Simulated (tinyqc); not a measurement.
Inside a calculation. Method: Hubbard chain of 5 sites. One step of it, computed by the program tinyqc.

Question. Mean-field iteration 1. H(up) = T + U n(down), H(down) = T + U n(up); fill the lowest levels; n(new) = n + mixing (n(out) - n); E = tr T (rho up + rho down) + U sum n_up n_down of the output.

one-body matrix (hopping and site energies) (eV), order 1, 2, 3, 4, 5:
$$\begin{pmatrix}
0.000000 & -0.590000 & 0.000000 & 0.000000 & 0.000000 \\
-0.590000 & 0.000000 & -0.590000 & 0.000000 & 0.000000 \\
0.000000 & -0.590000 & 0.000000 & -0.590000 & 0.000000 \\
0.000000 & 0.000000 & -0.590000 & 0.000000 & -0.590000 \\
0.000000 & 0.000000 & 0.000000 & -0.590000 & 0.000000
\end{pmatrix}$$

U = 1.600000 eV

electrons, up and down: [3, 3]

mixing = 1

n(up) at the start (a guess, not normalised): 1 0.900000, 2 0.300000, 3 0.900000, 4 0.300000, 5 0.900000

n(down) at the start (a guess): 1 0.300000, 2 0.900000, 3 0.300000, 4 0.900000, 5 0.300000

Give: levels, up; levels, down; energy; n(up) after iteration 1; n(down) after iteration 1.

Answer.

levels, up (eV): [-0.1690, 0.1994, 0.4800, 1.7206, 2.0890]

levels, down (eV): [-0.1690, 0.1994, 1.4400, 1.7206, 2.0890]

energy = -0.2066 eV

n(up) after iteration 1: 1 0.8599, 2 0.2359, 3 0.8084, 4 0.2359, 5 0.8599

n(down) after iteration 1: 1 0.4735, 2 0.7641, 3 0.5250, 4 0.7641, 5 0.4735
